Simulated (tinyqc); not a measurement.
# Channel resistance from two points of the on-state curve

Problem. In the p-i-n model Von = V1 + 2 Vt ln(J/(1 A/cm^2)) + J Rch, with V1 independent of J. Find Rch and V1.

Values chosen for this exercise: temperature T = 300 K.

Constants: q = 1.602176634e-19 C, kB = 1.380649e-23 J/K, Vt = kB T/q. Results are converted to the units shown.

Von at J = 30 and 90 A/cm^2 (V): 0.94276262  1.1135653

Answer. Remove the logarithmic junction term; the rest is linear in J.

Rch = 1.90 mohm cm^2
V1 = 0.710 V

Program tinyqc, `OMP_NUM_THREADS=1 python tinyqc.py 2590002 2590003 out.jsonl`; Intel Xeon 2.30GHz, shared host, one thread, about 0.01 s.
